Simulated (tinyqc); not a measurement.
Surface orientation: inversion layer as a triangular well, valleys of the Ge type.

Four ellipsoidal valleys (eight halves) with their long axes along <111>, mass ml along the axis and mt across it. For a valley whose axis makes the angle theta with the surface normal, 1/m_z = cos^2(theta)/ml + sin^2(theta)/mt sets the confinement; in the plane the masses are m_1 = mt and m_2 = ml mt/m_z, and m_d = sqrt(m_1 m_2). The Gamma and Delta valleys are left out; the heavy Delta valleys, about 0.18 eV up, can lie lowest under strong confinement.

The field is taken as constant, e F = 4 pi (e^2/4 pi eps0)(Nd + eta Ns)/eps, with 1e12/cm^2 = 1e-4/angstrom^2, and the oxide as a hard wall at z = 0; c = hbar^2/2m0.

Level j of a valley lies at E_j = a_j (c (e F)^2/m_z)^(1/3) above the band edge at the surface, with the Airy zeros a_j = 2.338107, 4.087949, 5.520560, 6.786708, 7.944134, 9.022651, 10.040174, 11.008524, 11.936016, 12.828777, and has <z> = 2 E_j/(3 e F).

Subband i holds n_i = g m_d/(2 pi c) kB T ln(1 + exp((EF - E_i)/kB T)) (spin included), and EF is fixed by sum n_i = Ns over the levels listed or, where none are listed, over j = 0 to 9 of each group; 1e12/cm^2 = 1e-4/angstrom^2.

Constants: hbar^2/2m0 = 3.80998211 eV angstrom^2; e^2/(4 pi eps0) = 14.39964547 eV angstrom; kB = 8.617333262e-05 eV/K.

Values chosen for the exercise (near those of Ge; shifted at random, so the results belong to these values and not to a real crystal):
- ml = 1.56 m0 (longitudinal mass)
- mt = 0.083 m0 (transverse mass)
- eps = 16.3 (dielectric constant)
- Nd = 0.37 x 1e12/cm^2 (depletion charge)
- eta = 0.5 (share of Ns in the effective field)
- Ns = 0.94 x 1e12/cm^2 (electron sheet density)
- T = 400 K (temperature)

The same densities on four faces. m_c is the conductivity mass averaged over directions in the plane: 1/m_c = sum n_i (1/m_1 + 1/m_2)/2 / Ns.

Cases:

| face |
|---|
| (100) |
| (110) |
| (111) |
| (211) |

Rank the cases by <z> (angstrom), lowest first.

Answer: (111), (211), (110), (100).

Results:

| face | valleys of lowest | lowest E (eV) | EF (eV) | share of lowest (%) | <z> (angstrom) | m_c (m0) |
|---|---|---|---|---|---|---|
| (100) | 4 | 0.0704 | -0.0384 | 75.9 | 62.8 | 0.154 |
| (110) | 2 | 0.0573 | -0.0396 | 39.1 | 61.1 | 0.150 |
| (111) | 1 | 0.0301 | -0.0411 | 15.2 | 57.4 | 0.118 |
| (211) | 1 | 0.0432 | -0.0400 | 18.8 | 60.1 | 0.144 |

The lowest level is deepest on (111), where a valley axis lies closest to the normal, and the lightest conductivity mass is on (111) (0.118 m0, against 0.154 m0 on (100)). EF, counted from the band edge at the surface, is lowest on (111) and spans 3 meV.

Computed by tinyqc, a small Python program: `OMP_NUM_THREADS=1 python tinyqc.py 1282162 1282163 out.jsonl` (the numbers bound the seed that draws the inputs); one thread of a shared host (Intel(R) Xeon(R) Processor @ 2.30GHz), about 0.05 s for the whole set of steps.
